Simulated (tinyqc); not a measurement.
Out-diffusion of a doped substrate or buried layer into a growing epitaxial film. From one set of inputs to another, one input at a time. Computed by tinyqc, a small Python program. Command: `OMP_NUM_THREADS=1 python tinyqc.py 3012626 3012627 out.jsonl buried ladder`. One thread of a shared host (Intel(R) Xeon(R) Processor @ 2.30GHz), about 0.01 s of CPU time with the checks.

x is counted from the original substrate surface into the film, whose surface moves as x = v t. Substrate dopant has one diffusivity; the dopant of the film is taken as uniform.

The inputs printed are set A. Set A is modelled on boron in silicon; the values taken over come from a set modelled on phosphorus in silicon. Inputs not listed in the table keep their values of set A, so the rows need not describe a real material.

Inputs (values chosen for the exercise, modelled on boron in silicon): prefactor D0 = 0.94 cm^2/s; activation energy E = 3.47 eV; substrate concentration C_s = 4.7e+19 1/cm^3; film doping C_e = 5.3e+15 1/cm^3; growth rate v = 0.25 um/min; film thickness d = 4.6 um; growth temperature T = 1050 C; autodoping level at the start, as a share of C_s = 0.002; decay length of autodoping = 0.16 um; later thermal budget (Dt)2 = 9.8e-10 cm^2.

Film doping: opposite type.

Constants: k_B = 8.617333262e-05 eV/K.

Method:
- D = D0 exp(-E/(k_B T)); growth time t = d/v; l = 2 sqrt(D t); growth number G = v t/l = d/l; 1 um = 1e-4 cm.
- Temperatures in kelvin are T(C) + 273.15.
- After growth and the later budget: l2 = 2 sqrt(D t + (Dt)2); C(x) = (C_s/2) erfc(x/l2) + share x C_s exp(-x/decay length) for x > 0 (autodoping taken as unchanged by the later budget). The transition x_t solves C(x) = C_e, the metallurgical junction.
- Usable film = d - x_t. Also give x_t for the erfc term alone, after growth and after the later budget.

Each row keeps all changes above it:
```
input moved                                               from          to  x_t with autodoping (um)  usable film (um)  growth number G
set A                                                        -           -                     1.685             2.915            28.98
decay length of autodoping (um)                           0.16         0.2                     1.685             2.915            28.98
prefactor D0 (cm^2/s) and activation energy E (eV)  0.94, 3.47  5.12, 3.69                     1.674             2.926            32.59
autodoping level at the start, as a share of C_s         0.002       2e-05                     1.674             2.926            32.59
film doping C_e (1/cm^3)                               5.3e+15     8.4e+15                     1.620             2.980            32.59
growth rate v (um/min)                                    0.25        0.31                     1.612             2.988            36.29
later thermal budget (Dt)2 (cm^2)                      9.8e-10     5.8e-12                     0.343             4.257            36.29
```

x_t with autodoping goes from 1.68 to 0.343, a factor 0.203 in all. The largest single move comes from later thermal budget (Dt)2 (a factor 0.213). Usable film goes from 2.92 to 4.26, a factor 1.46 in all. The largest single move comes from later thermal budget (Dt)2 (a factor 1.42). Growth number G goes from 29.0 to 36.3, a factor 1.25 in all. The largest single move comes from prefactor D0 with activation energy E (a factor 1.12). The single moves hold for this order of the switches; the total does not depend on the order.

Caution (all rows): the substrate doping is comparable to or above the intrinsic density at growth temperature, so the diffusivity may be higher on that side.

Extremes, crossings and ranges named in words are read from the listed rows.
